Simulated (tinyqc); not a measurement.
Inversion layer as a triangular well, valleys of the Si type: one step. Valley masses on the (111) face. Three cases, with inputs chosen for the exercise.

Task: Group the valleys by their angle to the normal, heaviest m_z first.

Six ellipsoidal valleys with their long axes along the cube axes, mass ml along the axis and mt across it. For a valley whose axis makes the angle theta with the surface normal, 1/m_z = cos^2(theta)/ml + sin^2(theta)/mt sets the confinement; in the plane the masses are m_1 = mt and m_2 = ml mt/m_z, and m_d = sqrt(m_1 m_2).

Case 1.

Values chosen (out of a larger set: near those of Si; not measured data): ml = 0.931 m0 (longitudinal mass); mt = 0.188 m0 (transverse mass); face = 111 (surface).

Case 2.

Values chosen (out of a larger set: near those of Si; not measured data): ml = 0.925 m0 (longitudinal mass); mt = 0.189 m0 (transverse mass); face = 111 (surface).

Case 3.

Values chosen (out of a larger set: near those of Si; not measured data): ml = 0.904 m0 (longitudinal mass); mt = 0.194 m0 (transverse mass); face = 111 (surface).

Give: Valleys (masses in m0).

Result:

Case 1.

Valleys (masses in m0):
```
valleys g  cos^2(theta)     m_z     m_1     m_2     m_d
6                0.3333  0.2561  0.1880  0.6833  0.3584
```

Case 2.

Valleys (masses in m0):
```
valleys g  cos^2(theta)     m_z     m_1     m_2     m_d
6                0.3333  0.2572  0.1890  0.6797  0.3584
```

Case 3.

Valleys (masses in m0):
```
valleys g  cos^2(theta)     m_z     m_1     m_2     m_d
6                0.3333  0.2628  0.1940  0.6673  0.3598
```

All valleys are equivalent on this face.

Computed by tinyqc, one run a case: `OMP_NUM_THREADS=1 python tinyqc.py N N+1 out.jsonl` with N = 1252102, 1252623, 1252639; one thread of a shared Intel(R) Xeon(R) Processor @ 2.30GHz, about 0.03 s a run at most.
